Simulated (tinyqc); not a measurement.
# Single-electron transistor, orthodox theory and master equation: the Coulomb oscillation

A metal island with n extra electrons joins the left lead (voltage V) and the right lead (0 V) by tunnel junctions and couples to a gate. Cs = CL + CR + Cg. Adding electron n + 1 costs mu(n) = [q (n + 1/2) - CL V - Cg Vg]/Cs (in volts); the Fermi levels are -V (left) and 0 (right). A jump that gains the energy W has the rate G(W) = (W/q)/(R [1 - exp(-W/Vt)]), W in volts, Vt = kB T/q. Sequential tunnelling only; I > 0 flows from left to right.

Here V = 0.57 mV. Onto the island: from the left W = -V - mu(n), from the right W = -mu(n); off the island (n + 1 to n): to the left W = mu(n) + V, to the right W = mu(n). Steady state: p(n + 1)/p(n) = (sum of on rates)/(sum of off rates), normalised. I = q sum_n [p(n + 1) (off to left) - p(n) (on from left)]. Enough charge states are kept that the digits shown do not change.

Inputs (values chosen for the exercise): capacitance of the left junction CL = 80 aF; capacitance of the right junction CR = 60 aF; gate capacitance Cg = 29 aF; resistance of the left junction RL = 130 kohm; resistance of the right junction RR = 130 kohm; temperature T = 0.97 K.

Constants: q = 1.602176634e-19 C, kB = 1.380649e-23 J/K, Vt = kB T/q. Results are converted to the units shown.

The Coulomb oscillation:

| Vg (mV) | I (nA) | mean n |
|---|---|---|
| 0 | 0.25472 | -0.0066 |
| 0.552 | 0.30180 | 0.0368 |
| 1.1 | 0.47657 | 0.0980 |
| 1.66 | 0.73847 | 0.1947 |
| 2.21 | 0.97846 | 0.3240 |
| 2.76 | 1.0947 | 0.4744 |
| 3.31 | 1.0346 | 0.6278 |
| 3.87 | 0.82074 | 0.7681 |
| 4.42 | 0.55629 | 0.8748 |
| 4.97 | 0.34625 | 0.9461 |
| 5.52 | 0.25492 | 0.9931 |
| 6.08 | 0.30248 | 1.0370 |
| 6.63 | 0.47876 | 1.0987 |
| 7.18 | 0.73616 | 1.1938 |

Read the table: what changes, and by how much?

I is largest, 1.09 nA, at Vg = 2.76 mV and smallest, 0.255 nA, at 0 mV among the rows; the pattern repeats every q/Cg = 5.52 mV. At zero temperature current flows while mu(0) lies between -V and 0, for Vg from 1.19 to 4.51 mV; the mean n moves from -0.01 to 1.19 over the table.

Range of the model: Cotunnelling, which dominates deep in the blockade, is left out.

Computed by the program tinyqc: `OMP_NUM_THREADS=1 python tinyqc.py 2780116 2780117 out.jsonl`, one thread of a shared Intel Xeon 2.30GHz, about 0.01 s for the whole run.
